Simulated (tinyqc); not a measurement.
Precursor delivery by bubblers, mass-transport growth and the solid composition of a III-V alloy: one step, computed by the program tinyqc. Command: `OMP_NUM_THREADS=1 python tinyqc.py 3019674 3019675 out.jsonl movpe_thermo walk`. One thread of a shared host (Intel(R) Xeon(R) Processor @ 2.30GHz), about 0.01 s of CPU time with the checks.

1 sccm = 44.615 micromol/min; 1 torr = 133.322 Pa. The sources decompose fully at the surface.

Task: Mass transport. Mean velocity u = (F_t/A)(760/p)(T/273); D = D0 (T/273)^1.75 (760/p); boundary layer delta = sqrt(pi D z/u); flux = D dp/(delta k_B T); growth rate = flux x a^3/4.

Inputs (values chosen for the exercise, modelled on triethylgallium (source 1) and trimethylindium (source 2) for the vapour pressures):
```
quantity                           value      unit
total flow F_t                        12       slm
reactor pressure p                   200      torr
growth temperature T                 840         K
diffusivity at 273 K and 760 torr   0.34    cm^2/s
flow cross-section A                  66      cm^2
distance from the leading edge z     9.1        cm
lattice constant a                  5.85  angstrom
```

Constants: k_B = 1.380649e-23 J/K.

Give: velocity u; D; boundary layer delta; growth rate per torr of group III.

Result:

velocity u = 35.431 cm/s

D = 9.2356 cm^2/s

boundary layer delta = 2.7298 cm

growth rate per torr of group III = 70.078 micrometre/(h torr)

Caution: the boundary layer is a quarter or more of the root of the cross-section, so it fills much of the channel and depletion along the flow matters.
